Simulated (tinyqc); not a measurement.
Polarisation charge from two barrier thicknesses.

Problem. Voff = phiB - dEc - q sigma d/(eps0 eb). Find sigma, phiB - dEc and the thickness at which Voff = 0.

Constants: q = 1.602176634e-19 C, eps0 = 8.8541878128e-14 F/cm where lengths are in cm. Results are converted to the units shown.

Voff at d = 13 and 26 nm (V): -1.3790649  -3.5361297
eb = 9.2235000

Solution. Voff is a straight line in d: its slope is -q sigma/(eps0 eb) and its intercept phiB - dEc.

sigma = 8.46e12 cm^-2
phiB - dEc = 0.778 V
thickness for Voff = 0 = 4.69 nm

Computed by the program tinyqc: `OMP_NUM_THREADS=1 python tinyqc.py 2180094 2180095 out.jsonl`, one thread of a shared Intel Xeon 2.30GHz, about 0.01 s for the whole run.
